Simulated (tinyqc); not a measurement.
Two-dimensional electron gas with Rashba and Dresselhaus coupling, step by step. Values are carried at full precision from step to step, so a last printed digit may differ when a step is redone from the rounded ones.

H = c k^2/m + al (ky sx - kx sy) + b1 (kx sx - ky sy) + gam kx ky (kx sy - ky sx), s the Pauli matrices, x = [100], c = hbar^2/2m0, b1 = gam (pi/L)^2 (hard walls). H = c k^2/m + B.s, so E = c k^2/m -/+ |B| and the lower state has its spin along -B.

Constants: hbar^2/2m0 = 3.80998211 eV angstrom^2; hbar = 6.58211957e-16 eV s.

Values chosen for the exercise (of the size met in GaN; the results hold for these values, not for the real material):

| symbol | value | unit | meaning |
|---|---|---|---|
| m | 0.2081 | m0 | mass |
| al | 0.0032 | eV angstrom | Rashba constant |
| gam | 0 | eV angstrom^3 | bulk Dresselhaus constant |
| L | 124 | angstrom | width of the (001) well |
| n | 4.9 | 1e11/cm^2 | sheet density (one subband filled) |
| phi | 0 | degrees | angle of k from [100] |

## Scales

b1; mean Fermi wave vector k0 = sqrt(2 pi n) (1e11/cm^2 = 1e-5/angstrom^2); E0 = c k0^2/m; b3 = gam k0^2/4; kR = al m/(2c) and ER = al kR/2, the shift and depth of a pure Rashba band.

b1 = 0 eV angstrom
k0 = 0.01755 1/angstrom
E0 = 5.637 meV
b3 = 0 eV angstrom
kR = 8.739e-05 1/angstrom
ER = 0.0001398 meV

There is no Dresselhaus term; kR is 0.5 % of k0.

## Spin-orbit field at one point of the Fermi circle

k = k0 (cos phi, sin phi). Form B, the splitting 2|B| and the direction of the lower spin, atan2(-By, -Bx).

Bx, By (meV): 0.0000  -0.0561

splitting = 0.1123 meV
direction of the lower spin = 90.0 degrees

## The matrix

H = [[E0, Bx - i By], [Bx + i By, E0]] in meV; diagonalise. Precession period h/(2|B|) = 2 pi hbar/(splitting).

H (meV):
```
            up     down
up      5.6367  0.0561i
down  -0.0561i   5.6367
```

levels (meV): 5.5806  5.6929

period = 36.8 ps

## The two wave vectors at the energy E0 along this direction

Solve c k^2/m -/+ |B(k)| = E0. The spin turns by (k_outer - k_inner) per length, so a half turn takes pi/(difference).

k (1/angstrom): outer 0.017634, inner 0.017459

difference = 0.0001748 1/angstrom
length of a half turn = 1797 nm

For linear terms alone the difference is (m/c)|B|/k, whatever the energy: every electron along this direction turns alike, the basis of the spin transistor.

## Checks

- Difference of the Fermi wave vectors without Dresselhaus terms against al m/c: both 0.00017478.

Program tinyqc; command `OMP_NUM_THREADS=1 python tinyqc.py 1451291 1451292 out.jsonl`; about 0.01 s on one thread of a shared Intel(R) Xeon(R) Processor @ 2.30GHz.
